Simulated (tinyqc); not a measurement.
Sublattice potential against complex hopping: Haldane model. Computed by the program tinyqc. Command: `OMP_NUM_THREADS=1 python tinyqc.py 115688 115689 out.jsonl`; one thread of a shared host (Intel(R) Xeon(R) Processor @ 2.60GHz), about 0.1 s.

Honeycomb lattice:
```
parameter     value
t1 (eV)    2.990000
t2 (eV)    0.270000
phi (rad)  1.800000
```

H_AA = delta - 2 t2 sum cos(k.b + phi), H_BB = -delta - 2 t2 sum cos(k.b - phi), H_AB = -t1 (1 + exp(-i k.a1) + exp(-i k.a2)), b = a1, a2 - a1, -a2, m = 3 sqrt3 t2 sin(phi); the sign of the Chern number follows the orientation k1 then k2.

Gaps at the two valleys (eV) and Chern number of the lower band (12 x 12 mesh):
```
delta    gap 2|delta - m|  gap 2|delta + m|  Chern number
-2.4590            7.6505            2.1855             0
-1.7760            6.2845            0.8195             0
-0.8200            4.3725            1.0925            -1
0.0000             2.7325            2.7325            -1
0.5460             1.6405            3.8245            -1
1.0250             0.6825            4.7825            -1
1.7080             0.6835            6.1485             0
2.7320             2.7315            8.1965             0
```

Here |m| = 1.3663 eV. For |delta| < |m| the two valleys have masses of opposite sign and the Chern number is +/-1; one gap closes at |delta| = |m|, and beyond it the band is trivial.
